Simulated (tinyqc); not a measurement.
Comparisons within one model: quaternary alloy A(x)B(1-x)C(y)D(1-y) matched to a substrate. A value that a table varies takes the place of the one given here.

Q(x,y) = x y Q_AC + x (1 - y) Q_AD + (1 - x) y Q_BC + (1 - x)(1 - y) Q_BD for the lattice constant. Gap, rule 1: Q(x,y) - x (1 - x)[y C_ABC + (1 - y) C_ABD] - y (1 - y)[x C_ACD + (1 - x) C_BCD]. Rule 2 (mean of ternaries): {x (1 - x)[y T_ABC(x) + (1 - y) T_ABD(x)] + y (1 - y)[x T_ACD(y) + (1 - x) T_BCD(y)]}/{x (1 - x) + y (1 - y)}, T_ABC(x) = x E_AC + (1 - x) E_BC - C_ABC x (1 - x), T_ACD(y) = y E_AC + (1 - y) E_AD - C_ACD y (1 - y), and alike. Only the Gamma valley is followed.

Matching a(x,y) = a_s gives x = (a_s - y a_BC - (1 - y) a_BD)/(y (a_AC - a_BC) + (1 - y)(a_AD - a_BD)).
Constants: hc = 1239.841984 eV nm.

Parameters, chosen for this exercise (AC, AD, BC, BD near GaAs, GaP, InAs and InP; substrate near InP; shifted at random, so the results belong to these values and not to a real crystal): a = (5.652, 5.448, 6.054, 5.864) angstrom (lattice constants of AC, AD, BC, BD); Eg = (1.541, 2.922, 0.421, 1.414) eV (gaps at Gamma of AC, AD, BC, BD); Cb = (0.455, 0.692, 0.164, 0.111) eV (bowing of ABC, ABD, ACD, BCD); a_s = 5.864 angstrom (substrate); y = 0.42 (fraction of C).

## Along the matched line

x follows from y.

Results:
```
y          x  bilinear (eV)  rule 1 (eV)  rule 2 (eV)  wavelength 1 (nm)  wavelength 2 (nm)
0.03  0.0137         1.4047       1.3922       1.3996                891                886
0.15  0.0689         1.3649       1.3082       1.3411                948                925
0.27  0.1244         1.3205       1.2289       1.2812               1009                968
0.39  0.1805         1.2716       1.1542       1.2199               1074               1016
0.51  0.2370         1.2181       1.0839       1.1568               1144               1072
0.63  0.2940         1.1599       1.0177       1.0912               1218               1136
0.75  0.3514         1.0969       0.9554       1.0216               1298               1214
0.87  0.4093         1.0292       0.8967       0.9444               1383               1313
0.99  0.4677         0.9566       0.8414       0.8471               1474               1464
```

What can be read from the table?

The matched alloys span 0.841 to 1.392 eV by rule 1, monotonically in y. Along the line dx/dy is +0.460 between the first two rows and +0.487 between the last two. In energy the two rules differ most at y = 0.63, by 73 meV (82 nm there), which measures how far the ternary data leave the interior open. Miscibility gaps are not considered.

## What each parameter does

x is matched anew each time. Each row changes one parameter from the base and keeps the others.

Results:
```
case                                            x  rule 1 (eV)  rule 2 (eV)
base                                       0.1946       1.1363       1.2043
y = 0.43                                   0.1993       1.1303       1.1991
a_s = 5.86 angstrom                        0.2043       1.1458       1.2154
Cb = (0.546, 0.83, 0.197, 0.133) eV        0.1946       1.1118       1.1935
Eg = (1.591, 2.922, 0.421, 1.414) eV       0.1946       1.1403       1.2084
a = (5.662, 5.448, 6.054, 5.864) angstrom  0.1966       1.1382       1.2066
```

What can be read from the table?

The largest shifts from the base row, up to three for each result and ties (the steps differ in size, so this ranks the rows, not the parameters). x: a_s +0.0098, y +0.0047, a +0.0020; unchanged at the printed digits by Cb and Eg. rule 1 (eV): Cb -0.0244, a_s +0.0095, y -0.0059. rule 2 (eV): a_s +0.0111, Cb -0.0108, y -0.0052.

Program tinyqc; command `OMP_NUM_THREADS=1 python tinyqc.py 1080672 1080673 out.jsonl`; about 0.01 s on one thread of a shared Intel(R) Xeon(R) Processor @ 2.30GHz.
